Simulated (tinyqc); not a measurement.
# Worked calculation: quantum-well laser, gain and threshold

Computed by the program tinyqc: `OMP_NUM_THREADS=1 python tinyqc.py 2840015 2840016 out.jsonl`, one thread of a shared Intel Xeon 2.30GHz, about 0.01 s for the whole run. Printed values are rounded.

One electron and one heavy-hole subband per well, parabolic, with equal sheet densities n of electrons and holes; k-conserving transitions, TE polarisation, no line broadening, so the gain starts as a step at E0 and peaks there. All wells are pumped alike.

Inputs (values chosen for the exercise); well values close to those of AlGaInP:
```
symbol,value,unit,meaning
T,300,K,temperature
E0,1.78,eV,lowest transition energy
me,0.111,m0,in-plane electron mass
mh,0.378,m0,in-plane hole mass
Ep,24.3,eV,Kane energy
nr,3.47,,refractive index
Lw,4,nm,well width
Nw,3,,number of wells
Gw,0.011,,optical confinement per well
ai,10,1/cm,internal loss
Lc,1000,um,cavity length
R1,0.05,,front reflectance
R2,0.3,,back reflectance
```

Constants: q = 1.602176634e-19 C, kB = 1.380649e-23 J/K, eps0 = 8.8541878128e-12 F/m, hbar = 1.054571817e-34 J s, m0 = 9.1093837015e-31 kg, c = 299792458 m/s. Results are converted to the units shown.

## Densities of states, saturated gain and threshold gain

Nc = me kB T/(pi hbar^2), Nv = mh kB T/(pi hbar^2), mr = me mh/(me + mh) in m0, g0(E) = q^2 Ep mr/(4 nr eps0 c hbar E Lw) (squared momentum element m0 Ep/4, joint density of states mr/(pi hbar^2 Lw) for both spins). Mirror loss am = ln(1/(R1 R2))/(2 Lc); threshold gain gth = (ai + am)/(Nw Gw).

Nc = 1.19871e12 cm^-2
Nv = 4.08210e12 cm^-2
mr = 0.0858037 m0
g0(E0) = 19347.2 1/cm
am = 20.9985 1/cm
gth = 939.349 1/cm

## Iteration 1: threshold density by Newton steps

n at the start = 4.7e12 cm^-2

fe = 1 - exp(-n/Nc) and fh = 1 - exp(-n/Nv) are the fillings of the two band edges; f = g0 (fe + fh - 1) - gth; f' = g0 [(1 - fe)/Nc + (1 - fh)/Nv]; n(new) = n - f/f'.

fe = 0.980176
fh = 0.683797
f = 11906.7 1/cm
f' = 1.81861e-9 cm
n after iteration 1 = -1.84713e12 cm^-2

## Course of the iteration: threshold density by Newton steps

Stop when n changes by less than 1000 cm^-2, or after 30 iterations. n must stay positive.

Course of the iteration:

| iteration | n (cm^-2) | \|change\| (cm^-2) |
|---|---|---|
| 1 | -1.84713e12 | 6.55e12 |

Stopped after 1 iteration(s) without a result. The last step lands on n = -1.85e12 cm^-2, below zero: at the start the slope of the gain is much smaller than near threshold, so the tangent reaches far too low. A rerun with the start n = 2e12 cm^-2 converges in 5 iterations.
